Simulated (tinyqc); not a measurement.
Worked calculation (part 1 of 2): UHF in the 6-31g basis, for H4, spin multiplicity 3. This run ends on a higher stationary point, not on the lowest solution. Computed by tinyqc, a small Python program that keeps every step (integrals from PySCF). Settings: charge = 0, multiplicity = 3, basis = 6-31g, energy threshold = 1e-08, iteration cap = 68, orthogonalisation = canonical, start = core, DIIS depth = 8, DIIS from iteration = 2, method = UHF. Command: `OMP_NUM_THREADS=1 python tinyqc.py 23068 23069 out.jsonl` (the two numbers bound the seeds that draw the settings). One thread of a shared host (Intel(R) Xeon(R) Processor @ 2.60GHz), about 0.2 s of CPU time with the checks. Later iterations appear only in the table of the cycle.

## One-electron integrals

Geometry (angstrom):
```
atom,x,y,z
H,0.00000,0.00000,0.00000
H,0.00000,0.00000,0.90900
H,0.00000,0.00000,2.16000
H,0.00000,0.00000,3.06800
```

Basis 6-31g: exponents (1/bohr^2) and contraction coefficients of normalised primitives:
```
element,l (shell),exponent,coefficient
H,s (1),18.73114,0.03349
H,s (1),2.82539,0.23473
H,s (1),0.64012,0.81376
H,s (2),0.16128,1.00000
```

Overlap, kinetic and nuclear-attraction integrals over the contracted functions; the nuclear repulsion is the sum of Za Zb / Rab.

nuclear repulsion = 2.2505260 hartree

overlap S, lower triangle:
```
,1H 1s,1H 2s,2H 1s,2H 2s,3H 1s,3H 2s,4H 1s,4H 2s
1H 1s,1.00000
1H 2s,0.65829,1.00000
2H 1s,0.31627,0.44667,1.00000
2H 2s,0.44667,0.78825,0.65829,1.00000
3H 1s,0.00324,0.07411,0.12522,0.31592,1.00000
3H 2s,0.07411,0.26092,0.31592,0.63720,0.65829,1.00000
4H 1s,0.00001,0.00813,0.00326,0.07426,0.31702,0.44705,1.00000
4H 2s,0.00813,0.06650,0.07426,0.26125,0.44705,0.78866,0.65829,1.00000
```

kinetic energy T (hartree), lower triangle:
```
,1H 1s,1H 2s,2H 1s,2H 2s,3H 1s,3H 2s,4H 1s,4H 2s
1H 1s,1.39568
1H 2s,0.25974,0.24192
2H 1s,0.08190,0.13039,1.39568
2H 2s,0.13039,0.16044,0.25974,0.24192
3H 1s,-0.00818,-0.01323,-0.04262,0.06338,1.39568
3H 2s,-0.01323,0.00658,0.06338,0.10784,0.25974,0.24192
4H 1s,-0.00008,-0.00609,-0.00821,-0.01322,0.08259,0.13060,1.39568
4H 2s,-0.00609,-0.01298,-0.01322,0.00664,0.13060,0.16059,0.25974,0.24192
```

nuclear attraction V (hartree), lower triangle:
```
,1H 1s,1H 2s,2H 1s,2H 2s,3H 1s,3H 2s,4H 1s,4H 2s
1H 1s,-2.65055
1H 2s,-1.39027,-1.54260
2H 1s,-0.81853,-1.05139,-2.90114
2H 2s,-0.98353,-1.33739,-1.55458,-1.76887
3H 1s,-0.00801,-0.16677,-0.29701,-0.72966,-2.90164
3H 2s,-0.16744,-0.46445,-0.72958,-1.13985,-1.55485,-1.76902
4H 1s,-0.00003,-0.01848,-0.00805,-0.16783,-0.82086,-0.98467,-2.65128
4H 2s,-0.01847,-0.11896,-0.16710,-0.46507,-1.05253,-1.33828,-1.39069,-1.54298
```

core Hamiltonian H = T + V (hartree), lower triangle:
```
,1H 1s,1H 2s,2H 1s,2H 2s,3H 1s,3H 2s,4H 1s,4H 2s
1H 1s,-1.25487
1H 2s,-1.13053,-1.30069
2H 1s,-0.73664,-0.92099,-1.50546
2H 2s,-0.85314,-1.17695,-1.29484,-1.52696
3H 1s,-0.01620,-0.18000,-0.33964,-0.66628,-1.50596
3H 2s,-0.18067,-0.45787,-0.66620,-1.03201,-1.29512,-1.52711
4H 1s,-0.00012,-0.02457,-0.01627,-0.18105,-0.73827,-0.85407,-1.25560
4H 2s,-0.02456,-0.13194,-0.18032,-0.45843,-0.92193,-1.17769,-1.13096,-1.30106
```

## Two-electron integrals

Functions are numbered as in S; the eight-fold symmetry (ij|kl) = (ji|kl) = (kl|ij) leaves the list below.

Two-electron integrals (ij|kl) in chemists' order, unique and non-zero (hartree):
```
i,j,k,l,(ij|kl)
1,1,1,1,1.07657
2,1,1,1,0.57847
2,1,2,1,0.32942
2,2,1,1,0.58740
2,2,2,1,0.36130
2,2,2,2,0.45315
3,1,1,1,0.26592
3,1,2,1,0.15367
3,1,2,2,0.17157
3,1,3,1,0.09428
3,2,1,1,0.27503
3,2,2,1,0.16967
3,2,2,2,0.21144
3,2,3,1,0.11144
3,2,3,2,0.15058
3,3,1,1,0.56436
3,3,2,1,0.35729
3,3,2,2,0.46196
3,3,3,1,0.26592
3,3,3,2,0.38385
3,3,3,3,1.07657
4,1,1,1,0.38385
4,1,2,1,0.21972
4,1,2,2,0.24296
4,1,3,1,0.11144
4,1,3,2,0.12627
4,1,3,3,0.27503
4,1,4,1,0.15058
4,2,1,1,0.43383
4,2,2,1,0.26899
4,2,2,2,0.34352
4,2,3,1,0.14387
4,2,3,2,0.18846
4,2,3,3,0.43383
4,2,4,1,0.18846
4,2,4,2,0.28156
4,3,1,1,0.35729
4,3,2,1,0.22494
4,3,2,2,0.29207
4,3,3,1,0.15367
4,3,3,2,0.21972
4,3,3,3,0.57847
4,3,4,1,0.16967
4,3,4,2,0.26899
4,3,4,3,0.32942
4,4,1,1,0.46196
4,4,2,1,0.29207
4,4,2,2,0.39047
4,4,3,1,0.17157
4,4,3,2,0.24296
4,4,3,3,0.58740
4,4,4,1,0.21144
4,4,4,2,0.34352
4,4,4,3,0.36130
4,4,4,4,0.45315
5,1,1,1,0.00157
5,1,2,1,0.00101
5,1,2,2,0.00136
5,1,3,1,0.00073
5,1,3,2,0.00111
5,1,3,3,0.00306
5,1,4,1,0.00077
5,1,4,2,0.00131
5,1,4,3,0.00172
5,1,4,4,0.00184
5,1,5,1,9.44e-06
5,2,1,1,0.02243
5,2,2,1,0.01474
5,2,2,2,0.02188
5,2,3,1,0.00954
5,2,3,2,0.01603
5,2,3,3,0.04217
5,2,4,1,0.01102
5,2,4,2,0.02159
5,2,4,3,0.02631
5,2,4,4,0.03363
5,2,5,1,0.00015
5,2,5,2,0.00404
5,3,1,1,0.04352
5,3,2,1,0.02855
5,3,2,2,0.04178
5,3,3,1,0.01955
5,3,3,2,0.03315
5,3,3,3,0.09137
5,3,4,1,0.02167
5,3,4,2,0.04164
5,3,4,3,0.05455
5,3,4,4,0.06416
5,3,5,1,0.00032
5,3,5,2,0.00728
5,3,5,3,0.01427
5,4,1,1,0.08681
5,4,2,1,0.05710
5,4,2,2,0.08567
5,4,3,1,0.03602
5,4,3,2,0.06064
5,4,3,3,0.15710
5,4,4,1,0.04241
5,4,4,2,0.08438
5,4,4,3,0.09994
5,4,4,4,0.13329
5,4,5,1,0.00057
5,4,5,2,0.01713
5,4,5,3,0.02943
5,4,5,4,0.07489
5,5,1,1,0.24499
5,5,2,1,0.16127
5,5,2,2,0.24430
5,5,3,1,0.09866
5,5,3,2,0.16585
5,5,3,3,0.42141
5,5,4,1,0.11873
5,5,4,2,0.24016
5,5,4,3,0.27479
5,5,4,4,0.38816
5,5,5,1,0.00157
5,5,5,2,0.05761
5,5,5,3,0.09137
5,5,5,4,0.26619
5,5,5,5,1.07657
6,1,1,1,0.05761
6,1,2,1,0.03372
6,1,2,2,0.03866
6,1,3,1,0.01918
6,1,3,2,0.02308
6,1,3,3,0.05336
6,1,4,1,0.02398
6,1,4,2,0.03181
6,1,4,3,0.03194
6,1,4,4,0.03770
6,1,5,1,0.00015
6,1,5,2,0.00213
6,1,5,3,0.00427
6,1,5,4,0.00811
6,1,5,5,0.02243
6,1,6,1,0.00404
6,2,1,1,0.11078
6,2,2,1,0.07061
6,2,2,2,0.09634
6,2,3,1,0.04247
6,2,3,2,0.06191
6,2,3,3,0.15183
6,2,4,1,0.05155
6,2,4,2,0.08665
6,2,4,3,0.09350
6,2,4,4,0.11758
6,2,5,1,0.00048
6,2,5,2,0.00934
6,2,5,3,0.01764
6,2,5,4,0.03741
6,2,5,5,0.11078
6,2,6,1,0.00934
6,2,6,2,0.03085
6,3,1,1,0.14359
6,3,2,1,0.09235
6,3,2,2,0.12630
6,3,3,1,0.06428
6,3,3,2,0.09857
6,3,3,3,0.26619
6,3,4,1,0.07021
6,3,4,2,0.12043
6,3,4,3,0.15306
6,3,4,4,0.17046
6,3,5,1,0.00083
6,3,5,2,0.01440
6,3,5,3,0.02943
6,3,5,4,0.05562
6,3,5,5,0.15710
6,3,6,1,0.01356
6,3,6,2,0.04508
6,3,6,3,0.07489
6,4,1,1,0.21243
6,4,2,1,0.13790
6,4,2,2,0.19786
6,4,3,1,0.08520
6,4,3,2,0.13242
6,4,3,3,0.33184
6,4,4,1,0.10173
6,4,4,2,0.18546
6,4,4,3,0.20710
6,4,4,4,0.26845
6,4,5,1,0.00111
6,4,5,2,0.02539
6,4,5,3,0.04577
6,4,5,4,0.10547
6,4,5,5,0.33184
6,4,6,1,0.01894
6,4,6,2,0.07246
6,4,6,3,0.10547
6,4,6,4,0.18399
6,5,1,1,0.16127
6,5,2,1,0.10614
6,5,2,2,0.16044
6,5,3,1,0.06488
6,5,3,2,0.10830
6,5,3,3,0.27479
6,5,4,1,0.07812
6,5,4,2,0.15663
6,5,4,3,0.17807
6,5,4,4,0.24934
6,5,5,1,0.00101
6,5,5,2,0.03372
6,5,5,3,0.05455
6,5,5,4,0.15306
6,5,5,5,0.57847
6,5,6,1,0.01474
6,5,6,2,0.07061
6,5,6,3,0.09994
6,5,6,4,0.20710
6,5,6,5,0.32942
6,6,1,1,0.24430
6,6,2,1,0.16044
6,6,2,2,0.23998
6,6,3,1,0.09656
6,6,3,2,0.15574
6,6,3,3,0.38816
6,6,4,1,0.11751
6,6,4,2,0.22814
6,6,4,3,0.24934
6,6,4,4,0.34712
6,6,5,1,0.00136
6,6,5,2,0.03866
6,6,5,3,0.06416
6,6,5,4,0.17046
6,6,5,5,0.58740
6,6,6,1,0.02188
6,6,6,2,0.09634
6,6,6,3,0.13329
6,6,6,4,0.26845
6,6,6,5,0.36130
6,6,6,6,0.45315
7,1,1,1,4.86e-06
7,1,2,1,3.19e-06
7,1,2,2,4.68e-06
7,1,3,1,2.17e-06
7,1,3,2,3.69e-06
7,1,3,3,1.01e-05
7,1,4,1,2.42e-06
7,1,4,2,4.67e-06
7,1,4,3,6.07e-06
7,1,4,4,7.20e-06
7,1,5,1,3.56e-08
7,1,5,2,8.14e-07
7,1,5,3,1.60e-06
7,1,5,4,3.29e-06
7,1,5,5,1.01e-05
7,1,6,1,4.76e-07
7,1,6,2,1.98e-06
7,1,6,3,3.29e-06
7,1,6,4,5.14e-06
7,1,6,5,6.07e-06
7,1,6,6,7.20e-06
7,2,1,1,0.00174
7,2,2,1,0.00115
7,2,2,2,0.00174
7,2,3,1,0.00068
7,2,3,2,0.00111
7,2,3,3,0.00275
7,2,4,1,0.00083
7,2,4,2,0.00166
7,2,4,3,0.00180
7,2,4,4,0.00263
7,2,5,1,9.97e-06
7,2,5,2,0.00035
7,2,5,3,0.00054
7,2,5,4,0.00164
7,2,5,5,0.00638
7,2,6,1,0.00015
7,2,6,2,0.00075
7,2,6,3,0.00100
7,2,6,4,0.00225
7,2,6,5,0.00375
7,2,6,6,0.00429
7,2,7,1,5.96e-08
7,2,7,2,4.77e-05
7,3,1,1,0.00087
7,3,2,1,0.00057
7,3,2,2,0.00086
7,3,3,1,0.00036
7,3,3,2,0.00061
7,3,3,3,0.00158
7,3,4,1,0.00042
7,3,4,2,0.00085
7,3,4,3,0.00101
7,3,4,4,0.00137
7,3,5,1,5.88e-06
7,3,5,2,0.00019
7,3,5,3,0.00032
7,3,5,4,0.00084
7,3,5,5,0.00308
7,3,6,1,0.00008
7,3,6,2,0.00039
7,3,6,3,0.00058
7,3,6,4,0.00112
7,3,6,5,0.00173
7,3,6,6,0.00185
7,3,7,1,3.57e-08
7,3,7,2,1.84e-05
7,3,7,3,9.54e-06
7,4,1,1,0.01480
7,4,2,1,0.00974
7,4,2,2,0.01479
7,4,3,1,0.00567
7,4,3,2,0.00916
7,4,3,3,0.02249
7,4,4,1,0.00706
7,4,4,2,0.01400
7,4,4,3,0.01477
7,4,4,4,0.02193
7,4,5,1,0.00008
7,4,5,2,0.00286
7,4,5,3,0.00428
7,4,5,4,0.01360
7,4,5,5,0.05349
7,4,6,1,0.00130
7,4,6,2,0.00623
7,4,6,3,0.00813
7,4,6,4,0.01899
7,4,6,5,0.03202
7,4,6,6,0.03779
7,4,7,1,4.77e-07
7,4,7,2,0.00043
7,4,7,3,0.00015
7,4,7,4,0.00406
7,5,1,1,0.06432
7,5,2,1,0.04234
7,5,2,2,0.06430
7,5,3,1,0.02474
7,5,3,2,0.04018
7,5,3,3,0.09892
7,5,4,1,0.03073
7,5,4,2,0.06123
7,5,4,3,0.06505
7,5,4,4,0.09681
7,5,5,1,0.00036
7,5,5,2,0.01333
7,5,5,3,0.01961
7,5,5,4,0.06445
7,5,5,5,0.26665
7,5,6,1,0.00567
7,5,6,2,0.02761
7,5,6,3,0.03611
7,5,6,4,0.08542
7,5,6,5,0.15408
7,5,6,6,0.17200
7,5,7,1,2.17e-06
7,5,7,2,0.00207
7,5,7,3,0.00073
7,5,7,4,0.01926
7,5,7,5,0.09473
7,6,1,1,0.08160
7,6,2,1,0.05372
7,6,2,2,0.08159
7,6,3,1,0.03069
7,6,3,2,0.04897
7,6,3,3,0.11888
7,6,4,1,0.03871
7,6,4,2,0.07616
7,6,4,3,0.07822
7,6,4,4,0.11766
7,6,5,1,0.00042
7,6,5,2,0.01466
7,6,5,3,0.02170
7,6,5,4,0.07031
7,6,5,5,0.27543
7,6,6,1,0.00705
7,6,6,2,0.03329
7,6,6,3,0.04247
7,6,6,4,0.10186
7,6,6,5,0.16990
7,6,6,6,0.21168
7,6,7,1,2.42e-06
7,6,7,2,0.00246
7,6,7,3,0.00078
7,6,7,4,0.02405
7,6,7,5,0.11181
7,6,7,6,0.15084
7,7,1,1,0.17248
7,7,2,1,0.11354
7,7,2,2,0.17248
7,7,3,1,0.06419
7,7,3,2,0.10158
7,7,3,3,0.24510
7,7,4,1,0.08154
7,7,4,2,0.15955
7,7,4,3,0.16134
7,7,4,4,0.24441
7,7,5,1,0.00086
7,7,5,2,0.02967
7,7,5,3,0.04354
7,7,5,4,0.14370
7,7,5,5,0.56488
7,7,6,1,0.01477
7,7,6,2,0.06904
7,7,6,3,0.08686
7,7,6,4,0.21255
7,7,6,5,0.35757
7,7,6,6,0.46218
7,7,7,1,4.86e-06
7,7,7,2,0.00563
7,7,7,3,0.00158
7,7,7,4,0.05773
7,7,7,5,0.26665
7,7,7,6,0.38420
7,7,7,7,1.07657
8,1,1,1,0.00563
8,1,2,1,0.00337
8,1,2,2,0.00403
8,1,3,1,0.00207
8,1,3,2,0.00264
8,1,3,3,0.00638
8,1,4,1,0.00246
8,1,4,2,0.00346
8,1,4,3,0.00375
8,1,4,4,0.00429
8,1,5,1,1.83e-05
8,1,5,2,0.00026
8,1,5,3,0.00054
8,1,5,4,0.00100
8,1,5,5,0.00275
8,1,6,1,0.00043
8,1,6,2,0.00108
8,1,6,3,0.00164
8,1,6,4,0.00225
8,1,6,5,0.00180
8,1,6,6,0.00263
8,1,7,1,5.96e-08
8,1,7,2,1.86e-05
8,1,7,3,1.00e-05
8,1,7,4,0.00016
8,1,7,5,0.00068
8,1,7,6,0.00084
8,1,7,7,0.00174
8,1,8,1,4.77e-05
8,2,1,1,0.02218
8,2,2,1,0.01440
8,2,2,2,0.02065
8,2,3,1,0.00889
8,2,3,2,0.01382
8,2,3,3,0.03464
8,2,4,1,0.01062
8,2,4,2,0.01936
8,2,4,3,0.02162
8,2,4,4,0.02802
8,2,5,1,0.00012
8,2,5,2,0.00265
8,2,5,3,0.00478
8,2,5,4,0.01101
8,2,5,5,0.03463
8,2,6,1,0.00198
8,2,6,2,0.00756
8,2,6,3,0.01101
8,2,6,4,0.01920
8,2,6,5,0.02161
8,2,6,6,0.02801
8,2,7,1,5.37e-07
8,2,7,2,0.00024
8,2,7,3,0.00012
8,2,7,4,0.00198
8,2,7,5,0.00891
8,2,7,6,0.01063
8,2,7,7,0.02218
8,2,8,1,0.00024
8,2,8,2,0.00200
8,3,1,1,0.02971
8,3,2,1,0.01931
8,3,2,2,0.02726
8,3,3,1,0.01332
8,3,3,2,0.02129
8,3,3,3,0.05773
8,3,4,1,0.01467
8,3,4,2,0.02645
8,3,4,3,0.03379
8,3,4,4,0.03874
8,3,5,1,0.00019
8,3,5,2,0.00366
8,3,5,3,0.00729
8,3,5,4,0.01442
8,3,5,5,0.04225
8,3,6,1,0.00286
8,3,6,2,0.01041
8,3,6,3,0.01717
8,3,6,4,0.02544
8,3,6,5,0.02636
8,3,6,6,0.03369
8,3,7,1,8.16e-07
8,3,7,2,0.00026
8,3,7,3,0.00015
8,3,7,4,0.00214
8,3,7,5,0.00958
8,3,7,6,0.01106
8,3,7,7,0.02249
8,3,8,1,0.00035
8,3,8,2,0.00265
8,3,8,3,0.00406
8,4,1,1,0.06911
8,4,2,1,0.04531
8,4,2,2,0.06724
8,4,3,1,0.02758
8,4,3,2,0.04431
8,4,3,3,0.11094
8,4,4,1,0.03330
8,4,4,2,0.06396
8,4,4,3,0.07072
8,4,4,4,0.09648
8,4,5,1,0.00039
8,4,5,2,0.01040
8,4,5,3,0.01766
8,4,5,4,0.04514
8,4,5,5,0.15201
8,4,6,1,0.00622
8,4,6,2,0.02662
8,4,6,3,0.03747
8,4,6,4,0.07255
8,4,6,5,0.09361
8,4,6,6,0.11772
8,4,7,1,1.98e-06
8,4,7,2,0.00108
8,4,7,3,0.00049
8,4,7,4,0.00938
8,4,7,5,0.04262
8,4,7,6,0.05167
8,4,7,7,0.11094
8,4,8,1,0.00075
8,4,8,2,0.00757
8,4,8,3,0.00938
8,4,8,4,0.03093
8,5,1,1,0.10163
8,5,2,1,0.06690
8,5,2,2,0.10137
8,5,3,1,0.04012
8,5,3,2,0.06629
8,5,3,3,0.16601
8,5,4,1,0.04895
8,5,4,2,0.09806
8,5,4,3,0.10841
8,5,4,4,0.15589
8,5,5,1,0.00061
8,5,5,2,0.02126
8,5,5,3,0.03319
8,5,5,4,0.09866
8,5,5,5,0.38420
8,5,6,1,0.00915
8,5,6,2,0.04429
8,5,6,3,0.06070
8,5,6,4,0.13255
8,5,6,5,0.21992
8,5,6,6,0.24317
8,5,7,1,3.69e-06
8,5,7,2,0.00264
8,5,7,3,0.00112
8,5,7,4,0.02316
8,5,7,5,0.11181
8,5,7,6,0.12653
8,5,7,7,0.27543
8,5,8,1,0.00111
8,5,8,2,0.01383
8,5,8,3,0.01607
8,5,8,4,0.06204
8,5,8,5,0.15084
8,6,1,1,0.15961
8,6,2,1,0.10502
8,6,2,2,0.15885
8,6,3,1,0.06112
8,6,3,2,0.09804
8,6,3,3,0.24035
8,6,4,1,0.07613
8,6,4,2,0.14922
8,6,4,3,0.15675
8,6,4,4,0.22831
8,6,5,1,0.00085
8,6,5,2,0.02642
8,6,5,3,0.04167
8,6,5,4,0.12052
8,6,5,5,0.43412
8,6,6,1,0.01398
8,6,6,2,0.06391
8,6,6,3,0.08445
8,6,6,4,0.18559
8,6,6,5,0.26917
8,6,6,6,0.34373
8,6,7,1,4.67e-06
8,6,7,2,0.00346
8,6,7,3,0.00131
8,6,7,4,0.03190
8,6,7,5,0.14428
8,6,7,6,0.18873
8,6,7,7,0.43412
8,6,8,1,0.00167
8,6,8,2,0.01937
8,6,8,3,0.02165
8,6,8,4,0.08680
8,6,8,5,0.18873
8,6,8,6,0.28185
8,7,1,1,0.11354
8,7,2,1,0.07475
8,7,2,2,0.11354
8,7,3,1,0.04225
8,7,3,2,0.06687
8,7,3,3,0.16134
8,7,4,1,0.05368
8,7,4,2,0.10499
8,7,4,3,0.10619
8,7,4,4,0.16051
8,7,5,1,0.00057
8,7,5,2,0.01928
8,7,5,3,0.02857
8,7,5,4,0.09242
8,7,5,5,0.35757
8,7,6,1,0.00972
8,7,6,2,0.04526
8,7,6,3,0.05713
8,7,6,4,0.13797
8,7,6,5,0.22510
8,7,6,6,0.29219
8,7,7,1,3.19e-06
8,7,7,2,0.00337
8,7,7,3,0.00101
8,7,7,4,0.03379
8,7,7,5,0.15408
8,7,7,6,0.21992
8,7,7,7,0.57847
8,7,8,1,0.00115
8,7,8,2,0.01440
8,7,8,3,0.01477
8,7,8,4,0.07072
8,7,8,5,0.16990
8,7,8,6,0.26917
8,7,8,7,0.32942
8,8,1,1,0.17248
8,8,2,1,0.11354
8,8,2,2,0.17231
8,8,3,1,0.06416
8,8,3,2,0.10132
8,8,3,3,0.24441
8,8,4,1,0.08152
8,8,4,2,0.15880
8,8,4,3,0.16051
8,8,4,4,0.24008
8,8,5,1,0.00086
8,8,5,2,0.02721
8,8,5,3,0.04180
8,8,5,4,0.12636
8,8,5,5,0.46218
8,8,6,1,0.01476
8,8,6,2,0.06717
8,8,6,3,0.08571
8,8,6,4,0.19794
8,8,6,5,0.29219
8,8,6,6,0.39059
8,8,7,1,4.68e-06
8,8,7,2,0.00403
8,8,7,3,0.00137
8,8,7,4,0.03874
8,8,7,5,0.17200
8,8,7,6,0.24317
8,8,7,7,0.58740
8,8,8,1,0.00174
8,8,8,2,0.02065
8,8,8,3,0.02193
8,8,8,4,0.09648
8,8,8,5,0.21168
8,8,8,6,0.34373
8,8,8,7,0.36130
8,8,8,8,0.45315
```

## Orthogonalisation

S = U s U^T; canonical form X = U s^(-1/2), so that X^T S X = 1. Each column of U has its largest component positive (the first on a tie).

eigenvalues of S: 0.03149  0.13518  0.34411  0.45253  0.64618  0.86622  2.14927  3.37502

X:
```
,1,2,3,4,5,6,7,8
1H 1s,-0.10834,-0.57914,0.82046,0.50990,0.40000,0.56645,0.27658,0.13250
1H 2s,1.84440,1.34503,-0.75035,-0.42331,0.17923,0.23965,0.28821,0.19202
2H 1s,0.63372,0.57069,0.28342,0.69722,-0.75877,-0.39661,0.20095,0.17268
2H 2s,-3.47016,-1.10988,-0.37294,-0.42201,-0.05528,-0.20894,0.18134,0.25258
3H 1s,-0.63433,0.57006,-0.28213,0.69719,0.76091,-0.39394,-0.20086,0.17280
3H 2s,3.47351,-1.10752,0.37239,-0.42269,0.05609,-0.20847,-0.18110,0.25267
4H 1s,0.10883,-0.57951,-0.81918,0.51130,-0.40246,0.56517,-0.27643,0.13270
4H 2s,-1.84796,1.34471,0.74907,-0.42455,-0.18043,0.23899,-0.28790,0.19222
```

## Starting guess

The start is the orbitals of the core Hamiltonian; D(s) = C_occ C_occ^T for each spin.

D(alpha) at the start, lower triangle:
```
,1H 1s,1H 2s,2H 1s,2H 2s,3H 1s,3H 2s,4H 1s,4H 2s
1H 1s,0.28019
1H 2s,0.24836,0.36654
2H 1s,0.08384,-0.11266,0.28378
2H 2s,-0.02818,-0.28959,0.32272,0.48342
3H 1s,-0.10274,-0.09951,0.04996,0.00173,0.28376
3H 2s,-0.28483,-0.27240,0.00202,0.04360,0.32260,0.48400
4H 1s,0.13087,0.25855,-0.10292,-0.28445,0.08419,-0.02840,0.28018
4H 2s,0.25878,0.36591,-0.09972,-0.27184,-0.11258,-0.29033,0.24820,0.36672
```

D(beta) at the start, lower triangle:
```
,1H 1s,1H 2s,2H 1s,2H 2s,3H 1s,3H 2s,4H 1s,4H 2s
1H 1s,0.02521
1H 2s,-0.00325,0.00042
2H 1s,0.05941,-0.00765,0.13999
2H 2s,0.03719,-0.00479,0.08763,0.05485
3H 1s,0.05958,-0.00768,0.14039,0.08788,0.14079
3H 2s,0.03736,-0.00481,0.08804,0.05511,0.08829,0.05537
4H 1s,0.02535,-0.00327,0.05974,0.03739,0.05991,0.03757,0.02549
4H 2s,-0.00328,0.00042,-0.00772,-0.00483,-0.00774,-0.00486,-0.00329,0.00043
```

## Iteration 1: building the Fock matrix

J_ij = sum D_kl (ij|kl) with D = D(alpha) + D(beta), K_ij = sum D_kl (ik|jl) for each spin; F = H + J - K(s); E = tr D H + tr D J / 2 - 0.5 sum_s tr D(s) K(s) + E_nn.

Coulomb J (hartree), lower triangle:
```
,1H 1s,1H 2s,2H 1s,2H 2s,3H 1s,3H 2s,4H 1s,4H 2s
1H 1s,1.78482
1H 2s,1.08772,1.39063
2H 1s,0.63539,0.88507,2.20565
2H 2s,0.77905,1.22250,1.33027,1.65751
3H 1s,0.00694,0.15157,0.27061,0.64591,2.20702
3H 2s,0.13716,0.43895,0.64568,1.08932,1.33094,1.65797
4H 1s,0.00003,0.01556,0.00698,0.13755,0.63741,0.78031,1.78634
4H 2s,0.01555,0.11369,0.15184,0.43961,0.88636,1.22370,1.08858,1.39147
```

exchange K(alpha) (hartree), lower triangle:
```
,1H 1s,1H 2s,2H 1s,2H 2s,3H 1s,3H 2s,4H 1s,4H 2s
1H 1s,0.69825
1H 2s,0.50549,0.44173
2H 1s,0.36349,0.42171,0.76143
2H 2s,0.38050,0.40713,0.56913,0.52736
3H 1s,-0.02074,0.05853,0.16047,0.28155,0.76151
3H 2s,0.07251,0.14618,0.28158,0.34449,0.56916,0.52730
4H 1s,0.01994,0.01988,-0.02074,0.07266,0.36432,0.38082,0.69825
4H 2s,0.01988,0.04574,0.05867,0.14634,0.42211,0.40723,0.50543,0.44159
```

exchange K(beta) (hartree), lower triangle:
```
,1H 1s,1H 2s,2H 1s,2H 2s,3H 1s,3H 2s,4H 1s,4H 2s
1H 1s,0.13086
1H 2s,0.12580,0.14759
2H 1s,0.17087,0.22538,0.42172
2H 2s,0.15840,0.21099,0.34814,0.33512
3H 1s,0.07596,0.13157,0.21826,0.26842,0.42382
3H 2s,0.10319,0.16121,0.26796,0.29580,0.34957,0.33610
4H 1s,0.03038,0.05061,0.07621,0.10372,0.17228,0.15960,0.13221
4H 2s,0.05049,0.08288,0.13169,0.16164,0.22676,0.21211,0.12693,0.14865
```

F(alpha) (hartree), lower triangle:
```
,1H 1s,1H 2s,2H 1s,2H 2s,3H 1s,3H 2s,4H 1s,4H 2s
1H 1s,-0.16830
1H 2s,-0.54830,-0.35178
2H 1s,-0.46474,-0.45763,-0.06124
2H 2s,-0.45459,-0.36158,-0.53370,-0.39681
3H 1s,0.01149,-0.08696,-0.22950,-0.30192,-0.06046
3H 2s,-0.11601,-0.16510,-0.30209,-0.28718,-0.53333,-0.39644
4H 1s,-0.02003,-0.02889,0.01144,-0.11617,-0.46518,-0.45458,-0.16751
4H 2s,-0.02889,-0.06400,-0.08714,-0.16516,-0.45768,-0.36122,-0.54781,-0.35117
```

F(beta) (hartree), lower triangle:
```
,1H 1s,1H 2s,2H 1s,2H 2s,3H 1s,3H 2s,4H 1s,4H 2s
1H 1s,0.39909
1H 2s,-0.16861,-0.05764
2H 1s,-0.27212,-0.26131,0.27847
2H 2s,-0.23249,-0.16544,-0.31271,-0.20457
3H 1s,-0.08522,-0.16000,-0.28729,-0.28879,0.27723
3H 2s,-0.14669,-0.18013,-0.28847,-0.23849,-0.31375,-0.20523
4H 1s,-0.03046,-0.05961,-0.08550,-0.14722,-0.27314,-0.23336,0.39853
4H 2s,-0.05950,-0.10113,-0.16017,-0.18046,-0.26233,-0.16609,-0.16931,-0.05823
```

total energy of this density = -1.7834521 hartree
